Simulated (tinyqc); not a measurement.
Kinetic Monte Carlo and master equation for a particle on a ring of sites with traps and bias: one step, computed by the program tinyqc.

5 sites on a ring, numbered 1 to 5. The saddle between i and i+1 lies at E0 + s b_i and site i at s eps_i; a force F tilts the landscape, with the saddle half-way.

Problem. Twelve steps of the residence-time algorithm. Start on site 1 at t = 0. Hop right if r1 is below the share right, else left; advance the clock by -ln(r2) times the mean stay.

Inputs (values chosen for the exercise, for a model defect): temperature T = 530 K.

Disorder: both.

Random numbers:
```
step      r1      r2
1     0.3166  0.5727
2     0.3424  0.0114
3     0.7370  0.4876
4     0.6895  0.8674
5     0.4319  0.1457
6     0.3662  0.8148
7     0.6369  0.5717
8     0.8648  0.4178
9     0.4159  0.1642
10    0.0171  0.0159
11    0.0121  0.6444
12    0.4587  0.1525
```

Rates, shares of right hops and mean stays:
```
site  k right (1/s)  k left (1/s)  share right  mean stay (s)
1            509617       1210181    0.2963239   5.814635e-07
2             94417         73400    0.5626185   5.958872e-06
3            190256        261348    0.4212895   2.214329e-06
4           3577228        781034    0.8207923   2.294493e-07
5            264225        291584    0.4753877   1.799178e-06
```

Give: Trajectory.

Solution.

Trajectory:
```
step  site    hop   wait (s)  clock (s)  net hops
1        1   left  3.241e-07  3.241e-07        -1
2        5  right  8.050e-06  8.374e-06         0
3        1   left  4.176e-07  8.792e-06        -1
4        5   left  2.559e-07  9.047e-06        -2
5        4  right  4.420e-07  9.489e-06        -1
6        5  right  3.685e-07  9.858e-06         0
7        1   left  3.251e-07  1.018e-05        -1
8        5   left  1.570e-06  1.175e-05        -2
9        4  right  4.145e-07  1.217e-05        -1
10       5  right  7.451e-06  1.962e-05         0
11       1  right  2.555e-07  1.987e-05         1
12       2  right  1.121e-05  3.108e-05         2
```
